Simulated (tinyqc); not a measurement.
Crystal pulling from the melt: segregation, interface stability, heat balance and point-defect regime: one step, computed by the program tinyqc.

A dilute solute; steady pulling with a flat interface unless it is found unstable.

Problem. Concentration at the frozen fraction g. Axial profile: C_s = k_eff C0 (1 - g)^(k_eff - 1 + beta), where beta, the evaporation velocity times the free melt area over the volume growth rate, is taken constant; bulk melt C_L = C_s/k_eff. Usable fraction: the g at which C_s has changed by 30 % from its first value (0.99 at most).

Inputs (values chosen for the exercise, modelled on antimony in silicon): initial melt concentration C0 = 1.9e+17 1/cm^3; frozen fraction g = 0.83; evaporation number beta = 0.76.

Loss from the melt surface: evaporation.

k_eff = 0.02665310

Give: C_s; C_L; usable fraction.

Solution.

C_s = 7.391e+15 1/cm^3

C_L = 2.773e+17 1/cm^3

usable fraction = 0.7076

C_s rises along the crystal, evaporation notwithstanding.
